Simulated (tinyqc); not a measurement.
Lattice vibrations of a chain, step by step. Computed by tinyqc, a small Python program that keeps every step. Command: `OMP_NUM_THREADS=1 python tinyqc.py 31163 31164 out.jsonl` (the two numbers bound the seeds that draw the settings). One thread of a shared host (Intel(R) Xeon(R) Processor @ 2.60GHz), about 0.01 s of CPU time with the checks.

## Dynamical matrix at q = 0.11

A chain moving along its axis:
```
atom  mass (u)  spring to the next atom (eV/angstrom^2)
1     109.3000                                  29.9000
2       1.5000                                   5.9000
3      94.6000                                   3.9000
```

q is in units of 2 pi/a. A spring k from atom i to atom j, n cells on, adds k to Phi_ii and Phi_jj, -k exp(2 pi i q n) to Phi_ij and the conjugate to Phi_ji (for one atom a cell: 2k (1 - cos 2 pi q n)); D_ij = Phi_ij / sqrt(m_i m_j).

D(q) (eV/(angstrom^2 u)):
$$\begin{pmatrix}
0.3092 & -2.3352 & -0.0296+0.0244i \\
-2.3352 & 23.8667 & -0.4953 \\
-0.0296-0.0244i & -0.4953 & 0.1036
\end{pmatrix}$$

## Frequencies

omega^2 are the eigenvalues; wavenumber = 521.4708 sqrt(eigenvalue) 1/cm.

eigenvalues: [0.0050, 0.1686, 24.1059]

wavenumbers (1/cm): [36.9, 214.1, 2560.3]

weights |e|^2 of the mass-weighted modes, order atom 1, atom 2, atom 3:
$$\begin{pmatrix}
0.5345 & 0.4560 & 0.0095 \\
0.0072 & 0.0027 & 0.9901 \\
0.4583 & 0.5413 & 0.0004
\end{pmatrix}$$

## Dispersion and heat capacity

C/k_B per atom = mean over q = (j + 1/2)/80, j = 0..39 and all branches of y^2 e^y/(e^y - 1)^2, y = hc wavenumber / k_B T.

Wavenumbers (1/cm):
```
q       branch 1  branch 2   branch 3
0.0000    0.0000  217.2859  2560.3039
0.0625   21.0468  216.2569  2560.3045
0.1250   41.8801  213.1830  2560.3063
0.1875   62.2837  208.1060  2560.3089
0.2500   82.0330  201.1018  2560.3121
0.3125  100.8753  192.3006  2560.3152
0.3750  118.4549  181.9622  2560.3178
0.4375  133.8954  170.8939  2560.3196
0.5000  142.2958  163.9557  2560.3202
```

Heat capacity:
```
T (K)  C/k_B per atom
20             0.0922
50             0.2546
100            0.4705
200            0.6046
300            0.6380
600            0.6864
1200           0.8252
```

zero-point energy per atom = 58.6092 meV
